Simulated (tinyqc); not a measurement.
Ideality from Voc and Vmp.

Problem. An ideal cell J = Jsc - J0 (exp(V/(n Vt)) - 1) has exp((Voc - Vmp)/(n Vt)) = 1 + Vmp/(n Vt) at maximum power. Find n, J0 and FF.

Inputs (values chosen for the exercise): temperature T = 298.15 K.

Constants: q = 1.602176634e-19 C, kB = 1.380649e-23 J/K, Vt = kB T/q. Results are converted to the units shown.

Jsc = 25 mA/cm^2
Voc = 0.81570704 V
Vmp = 0.69464753 V

Solution. With a = n Vt, a ln(1 + Vmp/a) rises steadily with a, so Voc - Vmp fixes it; J0 follows from Voc.

n = 1.650
J0 = 1.100e-10 A/cm^2
FF = 0.8026

Computed by the program tinyqc: `OMP_NUM_THREADS=1 python tinyqc.py 2280117 2280118 out.jsonl`, one thread of a shared Intel Xeon 2.30GHz, about 0.01 s for the whole run.
